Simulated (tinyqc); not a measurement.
Against the doping: grain-boundary trapping model (Seto) of a polycrystalline semiconductor film. Computed by tinyqc, a small Python program. Command: `OMP_NUM_THREADS=1 python tinyqc.py 3025607 3025608 out.jsonl poly walk`. One thread of a shared host (Intel(R) Xeon(R) Processor @ 2.30GHz), about 0.01 s of CPU time with the checks.

Grains of equal size L are joined by thin boundaries with one trap level. Trapped carriers deplete a width W on each side and raise a barrier, crossed by thermionic emission. Dopants are fully ionised, statistics are non-degenerate and mu_g does not depend on T.

Inputs (values chosen for the exercise, modelled on polycrystalline germanium):
```
quantity                                     value        unit
permittivity eps                                16           -
effective mass m                              0.22         m_0
effective density of states at 300 K, N_c  6.2e+18      1/cm^3
grain size L                                   100          nm
trap density Q_t                           3.5e+12      1/cm^2
trap level E_t below the band edge            0.22          eV
mobility inside the grains mu_g                610  cm^2/(V s)
temperature T                                  250           K
```

Grain interior: resistance included.

Constants: e = 1.602176634e-19 C; eps_0 = 8.8541878128e-12 F/m; k_B = 8.617333262e-05 eV/K; m_0 = 9.1093837015e-31 kg; k_B = 1.380649e-23 J/K.

Method:
- If all traps fill, the grain is just depleted at N* = Q_t/L, with the barrier e Q_t L/(8 eps eps_0).
- N_c(T) = N_c (T/300 K)^(3/2). Filled traps Q = Q_t/(1 + (1/2) exp((E_t* - E_F)/k_B T)), where E_t* = e V_B - E_t and E_F are counted from the band edge at the grain centre. Partial depletion: Q = 2 N W, V_B = e N W^2/(2 eps eps_0), E_F = k_B T ln(N/N_c); solve for W. If that W would exceed L/2 the grain is fully depleted: W = L/2, Q = N L, and E_F follows from the trap equation. Centre density n_0 = N_c exp(E_F/k_B T).
- Boundary: sigma_b = L e^2 n_0 exp(-e V_B/k_B T)/sqrt(2 pi m k_B T); drift through the grain, depleted parts included: rho_g = [(1 - 2W/L) + (2W/L) int_0^1 exp(y^2 s^2) ds]/(e n_0 mu_g); rho = 1/sigma_b + rho_g. Mean carrier density n_av = n_0 [(1 - 2W/L) + (2W/L) (sqrt(pi)/2) erf(y)/y], y = sqrt(e V_B/k_B T); effective mobility 1/(e n_av rho).

N* = 3.50e+17 1/cm^3

The same film:
```
N (1/cm^3)  W (nm)  V_B (V)  mean density (1/cm^3)  mobility (cm^2/(V s))  rho (ohm cm)
1.00e+16    50.000  0.01414             4.0183e+12             4.2514e+02    3.6536e+03
3.50e+16    50.000  0.04948             5.4152e+13             2.0428e+02    5.6421e+02
8.80e+16    50.000  0.12440             3.4525e+15             1.4738e+01    1.2267e+02
1.80e+17    41.030  0.17135             7.8705e+16             1.5972e+00    4.9652e+01
2.80e+17    32.937  0.17177             1.5344e+17             1.2968e+00    3.1366e+01
4.20e+17    26.770  0.17020             2.6603e+17             1.2398e+00    1.8924e+01
7.00e+17    20.263  0.16252             5.0784e+17             1.5862e+00    7.7481e+00
1.40e+18    12.302  0.11981             1.1849e+18             9.9285e+00    5.3055e-01
3.50e+18     4.999  0.04945             3.3482e+18             1.7373e+02    1.0730e-02
1.40e+19     1.250  0.01237             1.3943e+19             4.2199e+02    1.0608e-03
```

What follows from these numbers?

The barrier peaks among these rows at N = 2.8e17 (0.172 V) and the mobility has its minimum at 4.2e17; N* is 3.5e17. While the grain is fully depleted (W = L/2) V_B grows as N; once all traps are filled it falls as 1/N (last exponent -1.00). From 1.8e17 to 7.0e17 it is pinned, because the trap level has met E_F and the traps fill only in part. Partly depleted rows (W < L/2) with e V_B below 2 k_B T stretch the depletion approximation. Where N approaches N_c the non-degenerate statistics fail. rho drops most steeply, as N^-4.3, between 1.4e18 and 3.5e18.

Extremes, crossings and ranges named in words are read from the listed rows.
